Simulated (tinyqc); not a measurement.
What each parameter does: Gamma, L and X subbands of a thin body with non-parabolic valleys.

Hard walls, flat band, c = hbar^2/2m0, energies from the bulk Gamma edge. For a valley at angle theta to the normal 1/m_z = cos^2/ml + sin^2/mt and m_d = sqrt(ml mt^2/m_z). Subband n starts at E_v + e with e (1 + a e) = c (n pi/t)^2/m_z, and its density-of-states mass is taken as m_d (1 + 2 a e), without further growth at higher in-plane energy. Groups are named by valley and degeneracy.

n_i = g m/(2 pi c) kB T ln(1 + exp((EF - E_i)/kB T)), sum n_i = Ns (1e12/cm^2 = 1e-4/angstrom^2), c = hbar^2/2m0. Quantum capacitance Cq = 1602.176634 sum g m/(2 pi c) f_i in microfarad/cm^2 with f_i = 1/(1 + exp((E_i - EF)/kB T)); Cox = 34.5313/eot (one gate); C/Cox = Cq/(Cq + Cox), the centroid term left out.

Constants: hbar^2/2m0 = 3.80998211 eV angstrom^2; kB = 8.617333262e-05 eV/K.

Values chosen for the exercise (near those of a thin InP channel; the results hold for these values, not for the real material): face = 111 (surface); mG = 0.0789 m0 (Gamma mass); aG = 0.61 1/eV (Gamma non-parabolicity); EL = 0.599 eV (L edge above Gamma); mL = (1.578, 0.1) m0 (L valleys (four, along <111>): ml, mt); EX = 1.024 eV (X edge above Gamma); mX = (0.899, 0.267) m0 (X valleys (three, along <100>): ml, mt); aS = 0.43 1/eV (non-parabolicity of L and X); Ns = 5.1 x 1e12/cm^2 (sheet density); T = 300 K (temperature); eot = 8 angstrom (equivalent oxide thickness); t = 26 angstrom (body thickness).

n = 1 to 8 of all groups.

Results for these values:

| case | lowest edge (eV) | EF (eV) | Gamma share (%) | C/Cox |
|---|---|---|---|---|
| base | 0.532 | 0.616 | 90.7 | 0.714 |

What happens to each result for t = 20 angstrom, all else kept?

Answer: lowest edge rises from 0.532 to 0.657; EF rises from 0.616 to 0.762; Gamma share falls from 90.7 to 6.7; C/Cox falls from 0.714 to 0.691.

The same for each parameter in turn:

| case | lowest edge (eV) | EF (eV) | Gamma share (%) | C/Cox |
|---|---|---|---|---|
| base | 0.532 | 0.616 | 90.7 | 0.714 |
| t = 20 angstrom | 0.657 | 0.762 | 6.7 | 0.691 |
| mG = 0.0907 m0 | 0.475 | 0.559 | 98.8 | 0.690 |
| aG = 0.43 1/eV | 0.567 | 0.647 | 77.9 | 0.737 |
| EL = 0.649 eV | 0.532 | 0.623 | 97.9 | 0.678 |
| Ns = 7.65 x 1e12/cm^2 | 0.532 | 0.650 | 84.0 | 0.757 |
| eot = 6 angstrom | 0.532 | 0.616 | 90.7 | 0.652 |
| T = 250 K | 0.532 | 0.619 | 92.6 | 0.716 |

tinyqc: `OMP_NUM_THREADS=1 python tinyqc.py 1251478 1251479 out.jsonl`; about 0.02 s, one thread, shared Intel(R) Xeon(R) Processor @ 2.30GHz.
